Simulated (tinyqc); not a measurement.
Compensation sets the slope of the freeze-out: donors with valley-orbit split 1s states.

Each donor binds at most one electron, in any of its states. For a site s, W_s = sum over its states of g exp(E/kT), and the ionised share is 1/(1 + W_s exp(eta)), eta = (EF - Ec)/kT; n = Nc F_1/2(eta); neutrality n + NA = ND x (mean ionised share); holes are neglected. Nc from N = 2 (m kB T/(4 pi c))^(3/2) with c = hbar^2/2m0, in 1/angstrom^3; times 1e24 for 1/cm^3, m = md. F_j(eta) = (1/Gamma(j + 1)) integral_0^infinity x^j dx/(1 + exp(x - eta)), which tends to exp(eta) for eta << 0.

Constants: hbar^2/2m0 = 3.80998211 eV angstrom^2; kB = 8.617333262e-05 eV/K.

Parameters, chosen for this exercise (near those of Sb in Si; not measured data):

| symbol | value | unit | meaning |
|---|---|---|---|
| md | 1.087 | m0 | density-of-states mass of the conduction band |
| E | (43.8, 34.4, 31.7) | meV | binding energies of 1s(A1), 1s(T2), 1s(E) |
| g | (2, 6, 4) |  | their degeneracies with spin |
| ND | 4.4e+15 | 1/cm^3 | donors |

NA = K ND. The slope energy is -d ln(n T^(-p))/d(1/kT) between 30 and 36 K, with p = 3/4 for K = 0 and p = 3/2 otherwise.

Results:

| K | n(30 K) (1/cm^3) | n(36 K) (1/cm^3) | slope energy (meV) |
|---|---|---|---|
| 0 | 8.88e+12 | 4.01e+13 | 21.25 |
| 0.0010 | 6.95e+12 | 3.79e+13 | 22.08 |
| 0.010 | 1.71e+12 | 2.36e+13 | 36.46 |
| 0.050 | 3.41e+11 | 6.78e+12 | 42.14 |
| 0.20 | 7.18e+10 | 1.47e+12 | 42.58 |
| 0.50 | 1.80e+10 | 3.68e+11 | 42.60 |

How do the results move, and what explains it?

Without acceptors the slope is 21.25 meV, against half the ground-state energy, 21.90; with K = 0.05 it is 42.14 meV, against the full 43.8. The full energy (less a few meV where excited levels lie within a few kT) shows where n is far below NA, since the acceptors then hold EF near the donor level: n(36 K)/NA is 8.6 for K = 0.001 and 0.031 for K = 0.05; for K = 0.001 the sample is still in or near the uncompensated regime, where p = 3/2 is the wrong power, so that slope means little.

(tinyqc, `OMP_NUM_THREADS=1 python tinyqc.py 1652505 1652506 out.jsonl`, Intel(R) Xeon(R) Processor @ 2.30GHz, 1 thread, shared host, about 0.01 s.)
